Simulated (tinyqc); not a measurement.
p-n diode with diffusion and depletion-layer recombination: effect of the temperature.

Abrupt junction in the depletion approximation, low injection, full ionisation, neutral widths fixed, ohmic contact on the p side. Vj is the junction voltage; where a series resistance Rs is given, V = Vj + J Rs is the terminal voltage.

Nc and Nv are given at 293 K and scale as (T/293 K)^1.5; Eg, mobilities and lifetimes are held fixed. ni = sqrt(Nc Nv) exp(-Eg/(2 Vt)), Eg in volts; D = mu Vt; Ln = sqrt(Dn tn), Lp = sqrt(Dp tp); J0n = q ni^2 Dn coth(wp/Ln)/(Ln Na); J0p = (q ni^2 Dp/(Lp Nd)) (s + tanh(wn/Lp))/(1 + s tanh(wn/Lp)), s = Sp Lp/Dp. J_diff = (J0n + J0p)(exp(Vj/Vt) - 1). Vbi = Vt ln(Na Nd/ni^2), W = sqrt(2 eps0 eps_r (Vbi - Vj)(1/Na + 1/Nd)/q), xp = W Nd/(Na + Nd), xn = W Na/(Na + Nd); u(x) = q Na (x + xp)^2/(2 eps0 eps_r) for x < 0 and Vbi - Vj - q Nd (xn - x)^2/(2 eps0 eps_r) for x > 0; p = Na exp(-u/Vt), n = Nd exp((u - Vbi + Vj)/Vt); U = ni^2 (exp(Vj/Vt) - 1)/(tp (n + ni exp(Et/Vt)) + tn (p + ni exp(-Et/Vt))); J_scr = q times the integral of U from -xp to xn. J = J_diff + J_scr.

Values chosen for this exercise; band and dielectric values close to those of silicon: band gap Eg = 1.14 eV; relative permittivity eps_r = 11.6; conduction-band density of states at the reference temperature Nc = 2.69e19 cm^-3; valence-band density of states at the reference temperature Nv = 2.61e19 cm^-3; acceptor density Na = 2.1e18 cm^-3; donor density Nd = 1.2e17 cm^-3; electron mobility in the p side mun = 210 cm^2/(V s); hole mobility in the n side mup = 320 cm^2/(V s); electron lifetime tn = 2e-6 s; hole lifetime tp = 5e-7 s; neutral width of the p side wp = 0.61 um; neutral width of the n side wn = 2.7 um; recombination velocity at the n contact Sp = 1e7 cm/s; trap level above the intrinsic level Et = 0 eV; junction voltage at which recombination is evaluated Vj = 0.45 V.

Constants: q = 1.602176634e-19 C, kB = 1.380649e-23 J/K, Vt = kB T/q, eps0 = 8.8541878128e-14 F/cm where lengths are in cm. Results are converted to the units shown.

Effect of the temperature:

| T (K) | J0n (A/cm^2) | J0p (A/cm^2) | J_diff (A/cm^2) | J_scr (A/cm^2) | J_scr/J (%) | wn/Lp |
|---|---|---|---|---|---|---|
| 220 | 1.135e-20 | 6.878e-20 | 1.631e-9 | 1.096e-8 | 87.05 | 0.1550 |
| 260 | 2.307e-16 | 1.395e-15 | 8.586e-7 | 2.909e-7 | 25.31 | 0.1426 |
| 300 | 3.613e-13 | 2.183e-12 | 9.231e-5 | 3.495e-6 | 3.649 | 0.1328 |
| 340 | 1.068e-10 | 6.443e-10 | 0.003515 | 2.526e-5 | 0.7134 | 0.1247 |
| 380 | 1.001e-8 | 6.034e-8 | 0.06538 | 1.296e-4 | 0.1979 | 0.1180 |
| 420 | 4.113e-7 | 2.478e-6 | 0.7253 | 5.202e-4 | 0.07167 | 0.1122 |
| 460 | 9.156e-6 | 5.511e-5 | 5.473 | 0.001707 | 0.03119 | 0.1072 |

Read the table: what changes, and by how much?

As T goes from 220 to 460, J0p rises from 6.88e-20 to 5.51e-5 A/cm^2, J_scr rises from 1.10e-8 to 0.00171 A/cm^2 and its share falls from 87.0 to 0.0312 %. Activation energies -d ln J/d(1/kB T) over the table: 0.797 eV for J_diff (compare Eg - Vj = 0.690 eV, raised by the power-law prefactors) and 0.434 eV for J_scr.

tinyqc, about 0.01 s, one thread, Intel Xeon 2.30GHz (shared host): `OMP_NUM_THREADS=1 python tinyqc.py 2260024 2260025 out.jsonl`
